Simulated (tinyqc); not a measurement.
Inside a calculation. Model: valley-orbit splitting of a donor ground state, with strain. Computed by tinyqc, a small Python program that keeps every step. Command: `OMP_NUM_THREADS=1 python tinyqc.py 3025709 3025710 out.jsonl valleyorbit walk`. One thread of a shared host (Intel(R) Xeon(R) Processor @ 2.30GHz), about 0.01 s of CPU time with the checks. Intermediate numbers are printed to about 5 digits and carried at full precision; extremes and crossings named in words are read from the listed rows.

The basis is the 1s envelope in each valley; energies are counted from the unstrained conduction-band edge. The strain is e_s (a a^T - 1/3) for the unit stress axis a, so valley j along n_j moves by Xi_u e_s w_j with w_j = (n_j.a)^2 - 1/3: +1/6 for x and y, -1/3 for z. The splitting at the zone boundary that a [110] shear adds for <100> valleys is left out.

Inputs (values chosen for the exercise, modelled on donors in silicon):
```
quantity                                    value   unit
single-valley binding energy E_0             32.4    meV
central-cell shift Lambda                    5.55    meV
coupling Delta_1                             3.34    meV
coupling Delta_2                             2.27    meV
shear deformation potential Xi_u             8.41     eV
shear strain e_s                          -0.0017      -
temperature T                                  50      K
donor density N_D                         5.3e+14  cm^-3
density-of-states mass of one valley m_e    0.319    m_0
```

Valleys: six along <100>. Stress axis: [110].

Constants: k_B = 8.617333262e-05 eV/K; m_0 = 9.1093837015e-31 kg; k_B = 1.380649e-23 J/K; h = 6.62607015e-34 J s.

## Levels without strain

By symmetry: E(A1) = E_0 + Lambda + 4 Delta_1 + Delta_2 (one state), E(T2) = E_0 + Lambda - Delta_2 (three), E(E) = E_0 + Lambda - 2 Delta_1 + Delta_2 (two), as binding energies.

E(A1) = 53.58 meV

E(T2) = 35.68 meV

E(E) = 33.54 meV

Only A1 has all valley amplitudes in phase, so only it has weight at the nucleus. Of the upper states T2 is bound more strongly, because Delta_1 is larger than Delta_2.

## The valley matrix under strain

H_jj = -(E_0 + Lambda) + Xi_u e_s w_j; H_jk = -Delta_2 between opposite valleys and -Delta_1 between perpendicular ones.

H (meV), lower triangle (symmetric):
```
         +x       -x       +y       -y       +z       -z
+x  -40.333
-x   -2.270  -40.333
+y   -3.340   -3.340  -40.333
-y   -3.340   -3.340   -2.270  -40.333
+z   -3.340   -3.340   -3.340   -3.340  -33.184
-z   -3.340   -3.340   -3.340   -3.340   -2.270  -33.184
```

## Levels and ground state under strain

Diagonalise H; the ground vector has positive components. The density at the nucleus, and so the contact hyperfine coupling, scales as (sum_j c_j)^2/(number of valleys), which is 1 without strain; the envelopes are held fixed.

levels (meV): -54.075  -38.063  -38.063  -35.923  -30.914  -30.662

valley amplitudes of the ground state: +x 0.44590, -x 0.44590, +y 0.44590, -y 0.44590, +z 0.31992, -z 0.31992

hyperfine ratio A/A_0 = 0.97884

The valleys that move down hold 79.5 % of the ground state, against 66.7 % without strain.

## Binding energy under strain

The binding energy is counted from the lowest valley edge, min_j Xi_u e_s w_j; the gap is from the ground state to the next level.

binding energy under strain = 51.693 meV

gap to the first excited state = 16.013 meV

## Populations and ionisation

z = sum over levels of exp(-(E - E_ground)/k_B T), the ground-state share being 1/z; N_c = 2 (2 pi m_e k_B T/h^2)^(3/2) sum_j exp(-(shift_j - lowest shift)/k_B T); n1 = N_c/(2 z) exp(-binding/k_B T), binding = lowest shift - E_ground; without compensation n = 2 N_D/(1 + sqrt(1 + 4 N_D/n1)) (Boltzmann statistics; p and higher states left out).

partition sum z = 1.0724

share of neutral donors in the ground state = 0.93245

N_c = 1.3476e+18 cm^-3

n1 = 3.8706e+12 cm^-3

free electrons n = 4.3398e+13 cm^-3

## Strain dependence

The contact hyperfine ratio is A/A_0 = (sum_j c_j)^2/(number of valleys), c_j the valley amplitudes of the ground state; binding from the lowest valley edge.

Against strain:
```
e_s       Xi_u e_s (w_max - w_min) (meV)  binding (meV)  gap to next level (meV)    A/A_0
-0.01400                       -58.87000         48.234                   12.554  0.79071
-0.00510                       -21.44550         49.778                   14.098  0.90122
-0.00170                        -7.14850         51.693                   16.013  0.97884
-0.00051                        -2.14455         52.914                   17.234  0.99764
0.00051                          2.14455         52.203                   16.523  0.99729
0.00170                          7.14850         49.436                   13.756  0.96713
0.00510                         21.44550         44.827                    9.147  0.76881
0.01400                         58.87000         41.877                    6.197  0.50375
```

A/A_0 falls for either sign of strain, to 0.791 and 0.504 at the ends; its limits are the shares of the valleys that end up lowest, 4/6 under compression and 2/6 under tension. Near zero strain A/A_0 changes in second order, the binding in first. The binding energy drops from 53.58 meV to 48.23 and 41.88 meV, since fewer valleys share the valley-orbit gain.

## Do the excited 1s states matter for ionisation?

No strain here. The last two columns set z = 1, with the A1 depth, or use one level at E_0 with z equal to the number of valleys.

Ionised share:
```
T (K)       z  all 1s states  ground state alone  no splitting
31     1.0048     1.2825e-03          1.2856e-03       0.02729
52     1.0781     9.9467e-02          1.0307e-01       0.37365
78     1.3106     5.9878e-01          6.4490e-01       0.84384
110    1.6954     9.2694e-01          9.5432e-01       0.96971
160    2.2865     9.8907e-01          9.9516e-01       0.99377
250    3.0959     9.9809e-01          9.9938e-01       0.99862
410    3.9418     9.9956e-01          9.9989e-01       0.99963
```

z grows from 1.005 to 3.94 of at most 6. Leaving out the excited states overstates the ionised share by up to 7.7 % (at 78.0 K); ignoring the splitting misses by a factor 21.3 at the lowest T and 1.00 at the highest.

Checks made by the program: symmetry formulas against diagonalisation (relative difference below 1e-10).
